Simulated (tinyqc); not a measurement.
## Phonon and roughness prefactors from two fields

Inverse problem. At 300 K and high field 1/mu = E^(1/3)/Ap + E^gs/As, E in MV/cm. Find Ap and As.

Parameters, values chosen for the exercise:

| symbol | value | unit | meaning |
|---|---|---|---|
| gs | 2 |  | exponent of the roughness term |

mu at E = 0.6 and 1.27 MV/cm (cm^2/(V s)): 455.66002  241.25511

Solution. Two linear equations in 1/Ap and 1/As.

Ap = 474.0 cm^2/(V s)
As = 867.0 cm^2/(V s)

tinyqc, about 0.01 s, one thread, Intel Xeon 2.30GHz (shared host): `OMP_NUM_THREADS=1 python tinyqc.py 2510118 2510119 out.jsonl`
